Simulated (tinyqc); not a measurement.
Worked calculation: exciton in a hard-walled quantum well (variational). Values are carried at full precision from step to step, so a last printed digit may differ when a step is redone from the rounded ones.

Constants: Ry = 13.60569312 eV; a0 (Bohr radius) = 0.5291772105 angstrom; hbar^2/2m0 = 3.80998211 eV angstrom^2; e^2/(4 pi eps0) = 14.39964547 eV angstrom.

Values chosen for the exercise (near those of InGaAs; not measured data):

| symbol | value | unit | meaning |
|---|---|---|---|
| me | 0.041 | m0 | electron mass |
| mh | 0.104 | m0 | hole mass |
| eps | 14.1 |  | dielectric constant |
| Eg | 0.813 | eV | gap |
| L | 462 | angstrom | well width |
| lams | (134, 188, 228, 269, 322, 403, 537) | angstrom | trial lengths |

## Exciton units

1/mu = 1/me + 1/mh, Ry* = Ry mu/eps^2, a* = a0 eps/mu.

mu = 0.02941 m0
Ry* = 2.012 meV
a* = 253.73 angstrom

## Hydrogen-like series

Binding Ry*/n^2 in three dimensions and Ry*/(n - 1/2)^2 in two; strengths relative to n = 1 go as 1/n^3 and (1/2)^3/(n - 1/2)^3. Lines at Eg less the binding.

Series:

| n | 3D binding (meV) | 3D line (eV) | 3D strength | 2D binding (meV) | 2D line (eV) | 2D strength |
|---|---|---|---|---|---|---|
| 1 | 2.01 | 0.8110 | 1.0000 | 8.05 | 0.8050 | 1.0000 |
| 2 | 0.50 | 0.8125 | 0.1250 | 0.89 | 0.8121 | 0.0370 |
| 3 | 0.22 | 0.8128 | 0.0370 | 0.32 | 0.8127 | 0.0080 |
| 4 | 0.13 | 0.8129 | 0.0156 | 0.16 | 0.8128 | 0.0029 |

## The form factor

Electron and hole in the lowest states cos(pi z/L) of a hard-walled well; relative motion in the plane exp(-rho/lam). E(lam) = c/(mu lam^2) - (q/eps) <1/r>, <1/r> = integral over k from 0 to infinity of F(kL) (1 + (k lam/2)^2)^(-3/2), F(x) = [3x + 8 pi^2/x - 32 pi^4 (1 - exp(-x))/(x^2 (x^2 + 4 pi^2))]/(x^2 + 4 pi^2); c = hbar^2/2m0, q = e^2/(4 pi eps0). E is counted from the subband edge.

F at k = 0.5/a*, 1/a*, 2/a*, 4/a* and 8/a*.

Form factor:

| k a* | k L | F |
|---|---|---|
| 0.5 | 0.9104 | 0.8360 |
| 1.0 | 1.8208 | 0.7107 |
| 2.0 | 3.6417 | 0.5360 |
| 4.0 | 7.2833 | 0.3465 |
| 8.0 | 14.5667 | 0.1949 |

## Scan over the trial length

Evaluate the integral numerically for each lam.

Scan:

| lam (angstrom) | <1/r> (1/angstrom) | kinetic (meV) | Coulomb (meV) | E (meV) |
|---|---|---|---|---|
| 134 | 0.00780 | 7.215 | -7.965 | -0.750 |
| 188 | 0.00631 | 3.666 | -6.441 | -2.775 |
| 228 | 0.00554 | 2.492 | -5.659 | -3.167 |
| 269 | 0.00494 | 1.790 | -5.042 | -3.251 |
| 322 | 0.00433 | 1.250 | -4.425 | -3.175 |
| 403 | 0.00366 | 0.798 | -3.735 | -2.938 |
| 537 | 0.00292 | 0.449 | -2.977 | -2.528 |

## The minimum

Minimise E over lam.

lam = 268.6 angstrom
binding energy = 3.25 meV
in Ry* = 1.615
lam/a* = 1.059

The strict two-dimensional limit is 4 Ry* with lam = a*/2; L/a* = 1.82 here.

## Checks

- Binding of a very thin well (L = a*/5000) against 4 Ry*, meV: both 8.0.
- F(3) from a double integral on a grid against the closed form: both 0.5885.

Run: tinyqc, `OMP_NUM_THREADS=1 python tinyqc.py 1251508 1251509 out.jsonl`; Intel(R) Xeon(R) Processor @ 2.30GHz, one thread, shared host; about 0.02 s of CPU time with all checks.
